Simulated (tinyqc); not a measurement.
Inside a calculation. Method: Pariser-Parr-Pople SCF with singles CI, for the molecule [CH2+]c1ccccc1F (SMILES; centres numbered as the heavy atoms are written). One step of it, computed by the program tinyqc.

Task: Singles CI, singlets. Over the 9 single excitations with the smallest orbital gaps: A = (e_a - e_i) delta + 2 (ia|jb) - (ij|ab), with (pq|rs) = sum c_mp c_mq gamma_mn c_nr c_ns. f = 2/3 w |mu|^2 in atomic units, mu = sqrt2 sum c_ia sum_m c_mi c_ma R_m.

orbital energies (eV): [-24.961265, -16.436649, -14.047494, -13.256696, -7.412768, -4.162248, -3.792237, -1.447449]

coefficients, order 1C, 2C, 3C, 4C, 5C, 6C, 7C, 8F:
```
[[0.005974, 0.318827, -0.424729, -0.024503, 0.722363, 0.015575, -0.405638, -0.175288],
 [0.029385, 0.549596, -0.455597, -0.017901, -0.097949, -0.017344, 0.558856, 0.408628],
 [0.004950, 0.405100, -0.033753, 0.514417, -0.386206, 0.488537, -0.178697, -0.387749],
 [0.001434, 0.320565, 0.376451, 0.487004, 0.037403, -0.508320, -0.301465, 0.409485],
 [0.006442, 0.294618, 0.559586, -0.004034, 0.398695, -0.011342, 0.528986, -0.401364],
 [0.028302, 0.307708, 0.394547, -0.487081, 0.010716, 0.515761, -0.279358, 0.409187],
 [0.152622, 0.374110, -0.019058, -0.502092, -0.394401, -0.482523, -0.204723, -0.392423],
 [0.987390, -0.089350, 0.003737, 0.088992, 0.058481, 0.058585, 0.023357, 0.041796]]
```

repulsion gamma_rs (eV), order 1C, 2C, 3C, 4C, 5C, 6C, 7C, 8F:
```
[[10.400000, 5.170299, 3.779850, 2.829388, 2.578187, 2.829720, 3.779698, 3.861830],
 [5.170299, 10.400000, 5.171907, 3.779850, 3.441028, 3.780194, 5.171207, 4.293450],
 [3.779850, 5.171907, 10.400000, 5.170299, 3.779698, 3.441120, 3.780194, 3.108164],
 [2.829388, 3.779850, 5.170299, 10.400000, 5.171207, 3.779698, 3.441028, 2.807326],
 [2.578187, 3.441028, 3.779698, 5.171207, 10.400000, 5.170299, 3.779850, 3.107764],
 [2.829720, 3.780194, 3.441120, 3.779698, 5.170299, 10.400000, 5.171907, 4.293647],
 [3.779698, 5.171207, 3.780194, 3.441028, 3.779850, 5.171907, 10.400000, 6.182231],
 [3.861830, 4.293450, 3.108164, 2.807326, 3.107764, 4.293647, 6.182231, 20.610000]]
```

Centres (angstrom, eV; a flat drawing with bonds scaled to 1.40 angstrom):
```
centre          x          y  core charge z          W   gamma_rr
1C      -1.819000  -1.400000              1   9.880000  10.400000
2C      -0.606000  -0.700000              1   9.880000  10.400000
3C       0.606000  -1.400000              1   9.880000  10.400000
4C       1.819000  -0.700000              1   9.880000  10.400000
5C       1.819000   0.700000              1   9.880000  10.400000
6C       0.606000   1.400000              1   9.880000  10.400000
7C      -0.606000   0.700000              1   9.880000  10.400000
8F      -1.819000   1.400000              2  41.150000  20.610000
```

Give: singlet CI matrix; singlet excitation energies; oscillator strengths.

Result:

singlet CI matrix (eV), order 4>5, 3>5, 2>5, 4>6, 4>7, 3>6, 3>7, 4>8, 2>6:
```
[[2.6144, 0.0349, -0.0140, -0.0250, 0.1611, 0.4002, 0.0028, 0.2616, -0.1794],
 [0.0349, 4.1491, 0.0666, -0.4145, -0.0384, -0.0032, -0.0752, -0.0014, 0.0035],
 [-0.0140, 0.0666, 5.6653, -0.2664, -0.0003, -0.0013, 0.1854, 0.0246, -0.0133],
 [-0.0250, -0.4145, -0.2664, 6.1744, 0.0142, -0.0119, -0.2683, -0.0106, 0.0185],
 [0.1611, -0.0384, -0.0003, 0.0142, 5.8714, 0.6006, 0.0149, -0.0220, -0.0766],
 [0.4002, -0.0032, -0.0013, -0.0119, 0.6006, 6.3113, -0.0224, -0.1181, 0.0638],
 [0.0028, -0.0752, 0.1854, -0.2683, 0.0149, -0.0224, 7.1214, -0.0004, -0.0020],
 [0.2616, -0.0014, 0.0246, -0.0106, -0.0220, -0.1181, -0.0004, 8.1527, -0.1926],
 [-0.1794, 0.0035, -0.0133, 0.0185, -0.0766, 0.0638, -0.0020, -0.1926, 8.5508]]
```

singlet excitation energies (eV): [2.5494, 4.0621, 5.4502, 5.5539, 6.2627, 6.7684, 7.2335, 8.0858, 8.6450]

oscillator strengths: [0.0678, 0.6476, 0.0293, 0.2149, 0.5892, 0.7466, 0.1231, 0.0054, 0.0129]
